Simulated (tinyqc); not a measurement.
From results back to parameters: defect, radiative and Auger recombination at equal electron and hole densities (ABC model). Three cases, with inputs chosen for the exercise.

Problem. The peak efficiency, the current at the peak and the differential lifetime there, tau_p = 1/(Ae + 2 B n_p + 3 C n_p^2), are given; Ae, B and C are hidden. n_p = sqrt(Ae/C), Q = B/sqrt(Ae C), IQE_max = Q/(Q + 2).

J/(e d) = Ae n + B n^2 + C n^3 with Ae = A + 4 S/w (four side walls, carriers spread evenly), e = 1.602176634e-19 C, lengths in cm; internal efficiency IQE = B n^2/(Ae n + B n^2 + C n^3); all injected carriers recombine in the layer.

Find: Q; Ae; n_p; B; C.

Method. Q = 2 IQE/(1 - IQE). At the peak B n = Q Ae and C n^2 = Ae, so 1/tau_p = Ae (4 + 2Q) and J = e d Ae n_p (2 + Q); B and C follow.

Case 1.

Values chosen (out of a larger set: orders of magnitude like those quoted for GaAs; not measured data): d = 180 nm (active thickness).

IQE_max = 0.824864
J at the peak = 1641.09 A/cm^2
tau_p = 1.90365 ns

Solution.

Q = 9.42
Ae = 2.30e+07 1/s
n_p = 2.17e+18 1/cm^3
B = 1.0e-10 cm^3/s
C = 4.9e-30 cm^6/s

Case 2.

Values chosen (out of a larger set: orders of magnitude like those quoted for Si; not measured data): d = 230000 nm (active thickness).

IQE_max = 0.0223807
J at the peak = 0.354000 A/cm^2
tau_p = 116383 ns

Solution.

Q = 0.0458
Ae = 2.10e+03 1/s
n_p = 2.24e+16 1/cm^3
B = 4.3e-15 cm^3/s
C = 4.2e-30 cm^6/s

Case 3.

Values chosen (out of a larger set: orders of magnitude like those quoted for GaN; not measured data): d = 5.2 nm (active thickness).

IQE_max = 0.248111
J at the peak = 211.548 A/cm^2
tau_p = 4.17716 ns

Solution.

Q = 0.660
Ae = 4.50e+07 1/s
n_p = 2.12e+19 1/cm^3
B = 1.4e-12 cm^3/s
C = 1.0e-31 cm^6/s

Computed by tinyqc, one run a case: `OMP_NUM_THREADS=1 python tinyqc.py N N+1 out.jsonl` with N = 1650920, 1650961, 1650966; one thread of a shared Intel(R) Xeon(R) Processor @ 2.30GHz, about 0.01 s a run at most.
